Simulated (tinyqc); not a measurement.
Shallow donor in effective-mass theory, with valley-orbit splitting: one step. Levels and ground state. Three cases, with inputs chosen for the exercise.

Question. Diagonalise. For the lowest state give the amplitudes (positive) and (sum of amplitudes)^2/6, the contact density relative to no strain.

Give: levels; amplitudes; relative contact density.

Case 1.

H (meV):
```
           +x         -x         +y         -y         +z         -z
+x  -26.55000   -0.86000   -1.95000   -1.95000   -1.95000   -1.95000
-x   -0.86000  -26.55000   -1.95000   -1.95000   -1.95000   -1.95000
+y   -1.95000   -1.95000  -26.55000   -0.86000   -1.95000   -1.95000
-y   -1.95000   -1.95000   -0.86000  -26.55000   -1.95000   -1.95000
+z   -1.95000   -1.95000   -1.95000   -1.95000  -43.95000   -0.86000
-z   -1.95000   -1.95000   -1.95000   -1.95000   -0.86000  -43.95000
```

Answer.

levels (meV): -46.777  -43.090  -29.343  -25.690  -25.690  -23.510

amplitudes: +x 0.1679, -x 0.1679, +y 0.1679, -y 0.1679, +z 0.6660, -z 0.6660

relative contact density = 0.6692

The z valleys hold 88.7 % of the ground state, against 33.3 % without strain.

Case 2.

H (meV):
```
           +x         -x         +y         -y        +z        -z
+x  -46.06667   -0.88000   -2.12000   -2.12000  -2.12000  -2.12000
-x   -0.88000  -46.06667   -2.12000   -2.12000  -2.12000  -2.12000
+y   -2.12000   -2.12000  -46.06667   -0.88000  -2.12000  -2.12000
-y   -2.12000   -2.12000   -0.88000  -46.06667  -2.12000  -2.12000
+z   -2.12000   -2.12000   -2.12000   -2.12000  -9.56667  -0.88000
-z   -2.12000   -2.12000   -2.12000   -2.12000  -0.88000  -9.56667
```

Answer.

levels (meV): -52.051  -45.187  -45.187  -42.707  -9.582  -8.687

amplitudes: +x 0.4949, -x 0.4949, +y 0.4949, -y 0.4949, +z 0.1009, -z 0.1009

relative contact density = 0.7930

The z valleys hold 2.0 % of the ground state, against 33.3 % without strain.

Case 3.

H (meV):
```
           +x         -x         +y         -y         +z         -z
+x  -23.43000   -1.54000   -2.22000   -2.22000   -2.22000   -2.22000
-x   -1.54000  -23.43000   -2.22000   -2.22000   -2.22000   -2.22000
+y   -2.22000   -2.22000  -23.43000   -1.54000   -2.22000   -2.22000
-y   -2.22000   -2.22000   -1.54000  -23.43000   -2.22000   -2.22000
+z   -2.22000   -2.22000   -2.22000   -2.22000  -61.53000   -1.54000
-z   -2.22000   -2.22000   -2.22000   -2.22000   -1.54000  -61.53000
```

Answer.

levels (meV): -64.203  -59.990  -28.277  -21.890  -21.890  -20.530

amplitudes: +x 0.0888, -x 0.0888, +y 0.0888, -y 0.0888, +z 0.6959, -z 0.6959

relative contact density = 0.5086

The z valleys hold 96.8 % of the ground state, against 33.3 % without strain.

Computed by tinyqc, one run a case: `OMP_NUM_THREADS=1 python tinyqc.py N N+1 out.jsonl` with N = 1281407, 1281702, 1282451; one thread of a shared Intel(R) Xeon(R) Processor @ 2.30GHz, about 0.01 s a run at most.
